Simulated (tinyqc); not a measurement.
Worked calculation: CIS on RHF in the 6-311g basis, for H2, spin multiplicity 1. One step of it, computed by the program tinyqc.

Question. CIS matrix, triplets. A(ia,jb) = (e_a - e_i) d_ij d_ab - (ij|ab).

orbital energies (hartree): [-0.572626, 0.156025, 0.312549, 0.617115, 2.515832, 2.654488]

Two-electron integrals over orbitals (pq|rs), unique and non-zero (hartree):
```
(11|11) 0.623462    (21|21) 0.052923    (22|11) 0.353348    (22|22) 0.302196
(31|11) -0.129989   (31|22) -0.028358   (31|31) 0.054695    (32|21) 0.021287
(32|32) 0.036835    (33|11) 0.362197    (33|22) 0.275418    (33|31) -0.036821
(33|33) 0.281824    (41|21) -0.066824   (41|32) -0.004105   (41|41) 0.104011
(42|11) -0.137586   (42|22) -0.048362   (42|31) 0.041641    (42|33) -0.047305
(42|42) 0.056824    (43|21) 0.035124    (43|32) 0.017504    (43|41) -0.044192
(43|43) 0.030043    (44|11) 0.490684    (44|22) 0.329168    (44|31) -0.082226
(44|33) 0.312638    (44|42) -0.103388   (44|44) 0.426955    (51|11) -0.086097
(51|22) -0.012072   (51|31) 0.047868    (51|33) -0.022522   (51|42) 0.027052
(51|44) -0.057049   (51|51) 0.083195    (52|21) -0.002230   (52|32) 0.003433
(52|41) 0.009095    (52|43) -0.008584   (52|52) 0.012311    (53|11) 0.105609
(53|22) 0.032643    (53|31) -0.038888   (53|33) 0.035178    (53|42) -0.035204
(53|44) 0.072116    (53|51) -0.043465   (53|53) 0.035851    (54|21) 0.009751
(54|32) -0.018856   (54|41) -0.033132   (54|43) 0.012025    (54|52) -0.019389
(54|54) 0.044693    (55|11) 0.625228    (55|22) 0.347163    (55|31) -0.136025
(55|33) 0.360438    (55|42) -0.138525   (55|44) 0.492244    (55|51) -0.124596
(55|53) 0.122385    (55|55) 0.676843    (61|21) -0.028888   (61|32) 0.015680
(61|41) 0.063565    (61|43) -0.030103   (61|52) 0.027604    (61|54) -0.059176
(61|61) 0.090132    (62|11) -0.026437   (62|22) 0.010224    (62|31) 0.021761
(62|33) -0.001828   (62|42) 0.005148    (62|44) -0.011818   (62|51) 0.035538
(62|53) -0.015559   (62|55) -0.044552   (62|62) 0.022549    (63|21) 0.030510
(63|32) -0.002004   (63|41) -0.050974   (63|43) 0.021560    (63|52) -0.009970
(63|54) 0.028752    (63|61) -0.047229   (63|63) 0.032652    (64|11) 0.142313
(64|22) 0.028014    (64|31) -0.060900   (64|33) 0.044117    (64|42) -0.045974
(64|44) 0.092441    (64|51) -0.076074   (64|53) 0.050975    (64|55) 0.174728
(64|62) -0.036117   (64|64) 0.089159    (65|21) 0.089076    (65|32) 0.005813
(65|41) -0.140672   (65|43) 0.068015    (65|52) -0.032866   (65|54) 0.079390
(65|61) -0.132764   (65|63) 0.088528    (65|65) 0.260824    (66|11) 0.658446
(66|22) 0.364076    (66|31) -0.152812   (66|33) 0.368796    (66|42) -0.153121
(66|44) 0.525431    (66|51) -0.159809   (66|53) 0.140905    (66|55) 0.724943
(66|62) -0.054448   (66|64) 0.202768    (66|66) 0.797428
```

Give: CIS matrix A, triplet.

Answer.

CIS matrix A, triplet (hartree), order 1>2, 1>3, 1>4, 1>5, 1>6:
```
[[0.3753, 0.0000, 0.1376, 0.0000, 0.0264],
 [0.0000, 0.5230, 0.0000, -0.1056, 0.0000],
 [0.1376, 0.0000, 0.6991, 0.0000, -0.1423],
 [0.0000, -0.1056, 0.0000, 2.4632, 0.0000],
 [0.0264, 0.0000, -0.1423, 0.0000, 2.5687]]
```
